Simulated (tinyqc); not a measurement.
Floating body of a partially depleted SOI transistor: body voltage and kink: two steps of the calculation.

Source at 0 V. Channel current Ic = 2 nf K Vt^2 [F(0) - F(Vd)](1 + la Vd), F(V) = ln^2(1 + exp((Vg - VT - nf V)/(2 nf Vt))), VT = VT0 - gb Vb. Saturation voltage Vs = 2 Vt sqrt(F(0)) + 3 Vt, excess Ve = (Vd - Vs + sqrt((Vd - Vs)^2 + 0.0004 V^2))/2, multiplication M1 = Ai Ve exp(-Bl/Ve). Each junction passes D(v) = J1 (exp(v/Vt) - 1) + J2 (exp(v/(2 Vt)) - 1). Bipolar current Ib = bb J1 (exp(Vb/Vt) - 1). The body settles where M1 (Ic + Ib) = D(Vb) + D(Vb - Vd) + Vb/Rb; drain current Id = (1 + M1)(Ic + Ib) - D(Vb - Vd).

Inputs (values chosen for the exercise); values of the order met in partially depleted silicon-on-insulator transistors:
```
symbol,value,unit,meaning
T,300,K,temperature
VT0,0.33,V,threshold at zero body voltage
gb,0.34,,fall of the threshold per volt of body voltage
nf,1.35,,slope factor
K,200,uA/(V^2 um),gain factor per width
la,0.05,1/V,channel-length modulation factor
Ai,2.34,1/V,impact-ionisation prefactor
Bl,7.6,V,impact-ionisation voltage
J1,9.7e-12,uA/um,diffusion saturation current of each junction
J2,7.2e-9,uA/um,recombination saturation current of each junction
bb,0.5,,gain of the lateral bipolar transistor on the diffusion current
Rb,1e9,kohm um,"resistance of a weak body tie to the source (1e9 stands for no tie, and the term is then dropped)"
Vg,0.24,V,gate voltage
Vd,2.1,V,drain voltage
```

Constants: q = 1.602176634e-19 C, kB = 1.380649e-23 J/K, Vt = kB T/q. Results are converted to the units shown.

Problem 1. New Vb. Current into the body I_in = M1 (Ic + Ib) - D(Vb - Vd), current out I_out = D(Vb) + Vb/Rb; f = ln(I_in/I_out), s = df/dVb by central differences over 1e-5 V, Vb(new) = Vb - f/s.

Vb at the start = 0.66 V

Wanted: Ic; Ve; M1; I_in; I_out; f; s; Vb after iteration 1.

Solution 1.

Ic = 1.6949 uA/um
Ve = 1.9159 V
M1 = 0.084885
I_in = 0.19423 uA/um
I_out = 1.1891 uA/um
f = -1.8119
s = -26.127 1/V
Vb after iteration 1 = 0.59065 V

Problem 2. Drain current with floating and with grounded body. Id and VT at the converged Vb, Id at Vb = 0, their ratio, and the bipolar share Ib/(Ic + Ib).

converged Vb = 0.60068310 V

Find: VT; Id, floating; Id, grounded; ratio; bipolar share.

Solution 2.

VT = 0.12577 V
Id, floating = 1.4931 uA/um
Id, grounded = 0.026135 uA/um
ratio = 57.130
bipolar share = 4.3572 %

The body rises to 0.601 V and lowers the threshold by 204 mV.

Range of the model: The multiplication law is an empirical form chosen for the exercise; self-heating and capacitive coupling to the body are left out, and the linear laws are rough once Vb passes about 0.7 V or M1 about 0.1.

tinyqc, about 0.2 s, one thread, Intel Xeon 2.30GHz (shared host): `OMP_NUM_THREADS=1 python tinyqc.py 2182172 2182173 out.jsonl`
